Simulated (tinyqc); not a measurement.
MOS capacitor on an n-type substrate, surface potential from the exact charge relation: one step of the calculation.

Uniform n-type substrate, Boltzmann statistics, full ionisation, classical densities. psi is the surface potential against the body (positive when the bands bend down) and u = -psi/Vt. Traps are spread evenly over the gap and neutral at flat band, so their charge is -q Dit psi; the minority quasi-Fermi level is shifted by Vb.

Problem. Flat band, threshold and scales. ni = sqrt(Nc Nv) exp(-Eg/(2 Vt)), Eg in volts; phiF = Vt ln(N/ni); Cox = eps0 eox/tox; Vfb = phiM - chi - Vt ln(Nc/N) - q Nf/Cox; Q0 = sqrt(2 eps0 eps_r q N Vt); r = (ni/N)^2 exp(-Vb/Vt); VT = Vfb - [(2 phiF + Vb)(1 + q Dit/Cox) + sqrt(2 eps0 eps_r q N (2 phiF + Vb))/Cox].

Values chosen for this exercise; band and dielectric values close to those of gallium nitride: temperature T = 300 K; band gap Eg = 3.42 eV; relative permittivity eps_r = 9.67; conduction-band density of states at T Nc = 2.31e18 cm^-3; valence-band density of states at T Nv = 4.68e19 cm^-3; electron affinity chi = 4.15 eV; donor density of the substrate N = 4e15 cm^-3; relative permittivity of the gate insulator (close to silicon dioxide) eox = 3.9; insulator thickness tox = 1.9 nm; gate work function phiM = 4.95 eV; fixed charge at the interface, in units of q Nf = 0 cm^-2; density of interface traps Dit = 0 cm^-2 eV^-1; reverse bias of the inversion layer against the body Vb = 0 V.

Constants: q = 1.602176634e-19 C, kB = 1.380649e-23 J/K, Vt = kB T/q, eps0 = 8.8541878128e-14 F/cm where lengths are in cm. Results are converted to the units shown.

Wanted: ni; phiF; Cox; Vfb; Q0; r; VT.

Solution.

ni = 1.9507e-10 cm^-3
phiF = 1.5067 V
Cox = 1.8174 uF/cm^2
Vfb = 0.63561 V
Q0 = 5.3264 nC/cm^2
r = 2.3783e-51
VT = -2.4095 V

Numbers from tinyqc (`OMP_NUM_THREADS=1 python tinyqc.py 2060020 2060021 out.jsonl`; about 0.01 s on one thread of a shared Intel Xeon 2.30GHz).
